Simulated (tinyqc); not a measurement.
Wafer bonding and layer transfer: bond energy, gap closing, particles, bonding of dissimilar wafers and hydrogen blisters: one step, computed by the program tinyqc. Command: `OMP_NUM_THREADS=1 python tinyqc.py 3025126 3025127 out.jsonl bond walk`. One thread of a shared host (Intel(R) Xeon(R) Processor @ 2.30GHz), about 0.01 s of CPU time with the checks.

gamma is the energy per area of each of the two surfaces; plates are isotropic.

Question. Blistering after hydrogen implantation. A flat crack of radius r under a layer of thickness d, as a clamped plate: centre height w = 3 p r^4/(16 E' d^3), volume pi r^2 w/3, energy release G = 3 p^2 r^4/(32 E' d^3), E' = E1/(1 - nu^2). It grows when G = 2 gamma_s. The gas comes from the area pi r^2: p V = (dose x share/2) pi r^2 k_B T, and G = p w/2 = (3/2) N k_B T with N the H2 molecules per area. Share needed: G = 2 gamma_s. The pressure and height at growth are given for r = 10 d.

Inputs (values chosen for the exercise, for model wafers):
```
quantity,value,unit
Young's modulus E1,137,GPa
Poisson ratio nu,0.2,-
implant depth d,1.8,micrometre
hydrogen dose,9.4,1e16/cm^2
share of the dose released as H2,0.24,-
surface energy of the weakened plane gamma_s,0.55,J/m^2
anneal temperature T,850,K
```

Constants: k_B = 1.380649e-23 J/K.

Give: energy release G; share of the dose needed; pressure at growth; height at growth.

Answer.

energy release G = 1.9856 J/m^2

share of the dose needed = 0.13295

pressure at growth = 9.6449 MPa

height at growth = 228.10 nm

The released gas suffices: cracks grow, as blisters under a free surface or as a split under a bonded stiffener. In this plate limit G depends on neither r nor d.
